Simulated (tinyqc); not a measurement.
# Front-illuminated p-i-n photodiode, quantum efficiency and bandwidth, step by step

Numbers from tinyqc (`OMP_NUM_THREADS=1 python tinyqc.py 2250134 2250135 out.jsonl`; about 0.01 s on one thread of a shared Intel Xeon 2.30GHz). Printed values are rounded.

Light enters through a p layer (0 to xp), a depleted layer (xp to xp + wi) and a thick n substrate, decaying as exp(-al x); one pass, no back reflection. Carriers made in the depleted layer are all collected; those in the neutral layers diffuse.

Inputs (values chosen for the exercise); values close to those of germanium at this wavelength: wavelength lam = 1550 nm; absorption coefficient al = 1560 1/cm; reflectance of the front face Rf = 0.05; relative permittivity eps_r = 16.8; thickness of the front p layer xp = 0.2 um; thickness of the depleted layer wi = 7.3 um; electron diffusion coefficient in the p layer Dn = 13 cm^2/s; electron diffusion length in the p layer Ln = 13 um; recombination velocity of the front surface S = 3e6 cm/s; hole diffusion length in the thick n substrate Lp = 12 um; electron drift velocity ve = 5.76e6 cm/s; hole drift velocity vh = 4.07e6 cm/s; diameter dia = 330 um; load resistance RL = 50 ohm; parasitic capacitance Cp = 20 fF; modulation frequency f = 2.2 GHz.

Constants: q = 1.602176634e-19 C, h = 6.62607015e-34 J s, c = 299792458 m/s, eps0 = 8.8541878128e-14 F/cm where lengths are in cm. Results are converted to the units shown.

## Quantum efficiency

k = al Ln, s = S Ln/Dn, e = exp(-al xp); front layer f1 = (k/(k^2 - 1)) {[s + k - e (s cosh(xp/Ln) + sinh(xp/Ln))]/[s sinh(xp/Ln) + cosh(xp/Ln)] - k e}; depleted layer f2 = e (1 - exp(-al wi)); substrate f3 = e exp(-al wi) al Lp/(1 + al Lp); external efficiency (1 - Rf)(f1 + f2 + f3); responsivity = efficiency q lam/(h c).

s = 300
f1 = 0.01802820
f2 = 0.6589148
f3 = 0.2023005
external efficiency = 0.8352812
responsivity = 1.044235 A/W

The front layer absorbs 3.07 % of the light that enters and collects 58.7 % of that. Diffusion from the neutral layers makes up 25.1 % of the current.

## Response at one frequency

Drift response for pairs made in the depleted layer, a = al wi, g = 1 - exp(-a), u = 2 pi i f, te = wi/ve, th = wi/vh: electrons He = [g - a (exp(-a) - exp(-u te))/(u te - a)]/(u te g), holes Hh = [g - a (1 - exp(-a - u th))/(a + u th)]/(u th g); C = eps0 eps_r pi (dia/2)^2/wi + Cp; total |He + Hh|/sqrt(1 + (2 pi f RL C)^2), for the current of the depleted layer alone.

te = 126.7361 ps
th = 179.3612 ps
He = 0.4373071-0.3181753i
Hh = 0.2615188-0.2295570i
|He + Hh| = 0.8879011
C = 1762.822 fF
total response = 0.5633140

The drift response alone falls to 1/sqrt(2) at 3.76 GHz and the RC term alone at 1.81 GHz; together they give 1.58 GHz for this part of the current; the diffusion currents, left out, respond on their own time scales.
